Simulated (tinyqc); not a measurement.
# Worked calculation: AlGaN/GaN HEMT with access regions, lumped model

tinyqc, about 0.03 s, one thread, Intel Xeon 2.30GHz (shared host): `OMP_NUM_THREADS=1 python tinyqc.py 2570078 2570079 out.jsonl` Printed values are rounded.

A polarisation-induced electron sheet under a Schottky gate, in series with two ungated access regions and contacts. Drift law v = mu E/(1 + mu E/vs) under the gate. Currents in mA/mm, resistances in ohm mm. No self-heating, no channel-length modulation; fits for polarisation, barrier and offset are chosen for the exercise.

Parameters, values chosen for the exercise; values close to those of AlGaN/GaN structures:

| symbol | value | unit | meaning |
|---|---|---|---|
| x | 0.29 |  | aluminium share of the barrier |
| d | 30 | nm | barrier thickness |
| eps_r | 9.3 |  | relative permittivity of barrier and channel |
| mu | 1200 | cm^2/(V s) | channel mobility |
| vs | 1.2e7 | cm/s | saturation velocity |
| Lg | 1 | um | gate length |
| Ls | 1.5 | um | source access length |
| Ld | 2 | um | drain access length |
| Rc | 0.25 | ohm mm | resistance of each contact |
| ft | 0 |  | share of the drain-access electrons removed by traps |
| Vg | 0 | V | gate voltage |
| Vd | 6 | V | drain voltage |
| Ec | 3.3 | MV/cm | critical field |
| te | 0.36 | um | depth over which the depleted charge spreads |
| tf | 500 | nm | insulator under the field plate |
| ei | 3.9 |  | relative permittivity of that insulator |

Constants: q = 1.602176634e-19 C, eps0 = 8.8541878128e-14 F/cm where lengths are in cm. Results are converted to the units shown.

## Polarisation charge, threshold and sheet resistance

sigma = (5e13 x + 1.6e13 x^2) cm^-2, phiB = 0.84 + 1.3 x, dEc = 0.7 (1.71 x + x^2) in volts, Cb = eps0 eps_r/d, VT = phiB - dEc - q sigma/Cb, access density n0 = -Cb VT/q. Rsh = 1/(q mu n0); largest access current q n0 vs.

sigma = 1.58456e13 cm^-2
Cb = 0.274480 uF/cm^2
VT = -8.43830 V
n0 = 1.44562e13 cm^-2
Rsh = 359.794 ohm
q n0 vs = 2779.37 mA/mm

## Iteration 1: drain current

I at the start = 1100 mA/mm

Access resistance R(L, n) = L/(q mu n sqrt(1 - (I/(q n vs))^2)); Rs = Rc + R(Ls, n0), Rd = Rc + R(Ld, (1 - ft) n0). Vg' = Vg - I Rs, Vd' = Vd - I (Rs + Rd); with u = Vg' - VT, Vc = vs Lg/mu and w the smaller of Vd' and Vc [sqrt(1 + 2 u/Vc) - 1] (0 if negative), the channel gives (mu Cb/Lg)(u w - w^2/2)/(1 + w/Vc). I(new) is that channel current.

Rs = 0.837675 ohm mm
Rd = 1.03357 ohm mm
Vg' = -0.921443 V
Vd' = 3.94163 V
channel current = 1486.35 mA/mm
I after iteration 1 = 1486.35 mA/mm

## Iteration 2: drain current

As before.

Rs = 0.888694 ohm mm
Rd = 1.10159 ohm mm
Vg' = -1.32092 V
Vd' = 3.04173 V
channel current = 1388.06 mA/mm
I after iteration 2 = 1388.06 mA/mm

## Course of the iteration: drain current

Stop when I changes by less than 1e-6 mA/mm, or after 60 iterations. I must stay below q (1 - ft) n0 vs.

Course of the iteration:
```
iteration,I (mA/mm),|change| (mA/mm)
1,1486.35,386
2,1388.06,98.3
3,1414.85,26.8
4,1407.69,7.16
5,1409.61,1.92
6,1409.10,0.515
7,1409.24,0.138
8,1409.20,0.0371
9,1409.21,9.95e-3
10,1409.21,2.67e-3
11,1409.21,7.16e-4
12,1409.21,1.92e-4
13,1409.21,5.15e-5
14,1409.21,1.38e-5
15,1409.21,3.71e-6
16,1409.21,9.94e-7
```

Converged in 16 iterations. At the end each change is about 0.27 times the one before, with alternating sign: linear convergence. Of Vd, 53.9 % reaches the channel; the access current is 51 % of its limit.

## On-resistance and breakdown

sigma = (5e13 x + 1.6e13 x^2) cm^-2, phiB = 0.84 + 1.3 x, dEc = 0.7 (1.71 x + x^2) in volts, Cb = eps0 eps_r/d, VT = phiB - dEc - q sigma/Cb, access density n0 = -Cb VT/q. Ron = 2 Rc + Ls/(q mu n0) + Ld/(q mu (1 - ft) n0) + Lg/(mu Cb (Vg - VT)). Off state: a depleted stretch that holds the voltage V has the peak field sqrt(k V), k = 2 q n0/(eps0 eps_r te), so one edge holds V1 = Ec^2/k. The sheet under the plate pinches off at Vf = q n0 (1/Cb + tf/(eps0 ei)); beyond it the gate edge is screened. BV = V1 if Vf >= V1, else Vf + V1, and at most Ec Ld. Specific resistance Ron (Ls + Lg + Ld); figure of merit BV^2 over it.

Ron = 2.11907 ohm mm
Vf = 343.806 V
V1 = 69.6894 V
BV = 69.6894 V
specific resistance = 0.0953582 mohm cm^2
figure of merit = 50.9302 MW/cm^2

The plate pinches off too late to screen the gate edge, so it adds nothing.
